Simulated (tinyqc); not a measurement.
Worked calculation: Hueckel theory of the pi electrons, for the molecule C=NC(=C)C(=C)Cl (SMILES; centres numbered as the heavy atoms are written). Computed by tinyqc, a small Python program that keeps every step. Settings: charge = 0. Command: `OMP_NUM_THREADS=1 python tinyqc.py 21171 21172 out.jsonl` (the two numbers bound the seeds that draw the settings). One thread of a shared host (Intel(R) Xeon(R) Processor @ 2.60GHz), about 0.01 s of CPU time with the checks.

## The Hueckel matrix

Centres:
```
centre  z_r, pi electrons of the neutral centre         h
1C                                            1  0.000000
2N                                            1  0.500000
3C                                            1  0.000000
4C                                            1  0.000000
5C                                            1  0.000000
6C                                            1  0.000000
7Cl                                           2  2.000000
```

Bonds:
```
i  j         k
1  2         1
2  3  1.000000
3  4         1
3  5         1
5  6         1
5  7  0.400000
```

H_rr = alpha + h_r beta, H_rs = k_rs beta for bonded centres.

Hueckel matrix in units of beta (H = alpha + beta A):
```
           1C        2N        3C        4C        5C        6C       7Cl
1C   0.000000  1.000000  0.000000  0.000000  0.000000  0.000000  0.000000
2N   1.000000  0.500000  1.000000  0.000000  0.000000  0.000000  0.000000
3C   0.000000  1.000000  0.000000  1.000000  1.000000  0.000000  0.000000
4C   0.000000  0.000000  1.000000  0.000000  0.000000  0.000000  0.000000
5C   0.000000  0.000000  1.000000  0.000000  0.000000  1.000000  0.400000
6C   0.000000  0.000000  0.000000  0.000000  1.000000  0.000000  0.000000
7Cl  0.000000  0.000000  0.000000  0.000000  0.400000  0.000000  2.000000
```

## Orbitals

pi electrons, sum of z_r less the charge = 8

Diagonalise; E = alpha + x beta with beta < 0, so the largest x are filled first; degenerate levels share their electrons. P = sum n_i c_ri c_si; each orbital has its largest coefficient positive (the first on a tie).

x values: 2.216394  1.921397  1.080111  0.531909  -0.488308  -0.898638  -1.862865

occupations: 2.000000  2.000000  2.000000  2.000000  0.000000  0.000000  0.000000

coefficients:
```
          MO1        MO2        MO3        MO4        MO5        MO6        MO7
1C   0.141558  -0.254876  -0.443928  -0.341687   0.562655  -0.499489   0.187370
2N   0.313747  -0.489718  -0.479492  -0.181746  -0.274749   0.448860  -0.349046
3C   0.396957  -0.441207   0.165770   0.335887  -0.291118  -0.128304   0.637377
4C   0.179100  -0.229628   0.153475   0.631475   0.596178   0.142776  -0.342149
5C   0.386965  -0.128389   0.505067  -0.271068  -0.179273  -0.476337  -0.496153
6C   0.174592  -0.066821   0.467606  -0.509613   0.367131   0.530066   0.266339
7Cl  0.715296   0.653355  -0.219621   0.073856   0.028819   0.065733   0.051377
```

charge and bond-order matrix P:
```
            1C         2N         3C         4C         5C         6C        7Cl
1C    0.797644   0.888381  -0.039426  -0.400037  -0.088184   0.016580   0.013983
2N    0.888381   1.202409   0.400159  -0.039426  -0.017252  -0.088184  -0.007308
3C   -0.039426   0.400159   0.985077   0.819910   0.405862   0.010260  -0.031846
4C   -0.400037  -0.039426   0.819910   1.014243   0.010260  -0.406857  -0.017975
5C   -0.088184  -0.017252   0.405862   0.010260   0.989591   0.900904   0.123936
6C    0.016580  -0.088184   0.010260  -0.406857   0.900904   1.026617  -0.118213
7Cl   0.013983  -0.007308  -0.031846  -0.017975   0.123936  -0.118213   1.984418
```

## Energy, charges, bond orders

E = sum n x; q_r = z_r - P_rr; bond order p = P_rs; free valence = sqrt(3) - sum of p over the bonds of the atom.

pi energy = 8 alpha + this times beta = 11.499623

pi charges: 1C 0.202356, 2N -0.202409, 3C 0.014923, 4C -0.014243, 5C 0.010409, 6C -0.026617, 7Cl 0.015582

Bond orders and lengths from R = 1.517 - 0.180 p (angstrom, C-C alone):
```
bond         p         R
1-2   0.888381         -
2-3   0.400159         -
3-4   0.819910  1.369416
3-5   0.405862  1.443945
5-6   0.900904  1.354837
5-7   0.123936         -
```

free valence of the carbons: 1C 0.843670, 3C 0.106119, 4C 0.912141, 5C 0.301349, 6C 0.831147

gap between the highest filled and the next level = 1.020217 |beta|
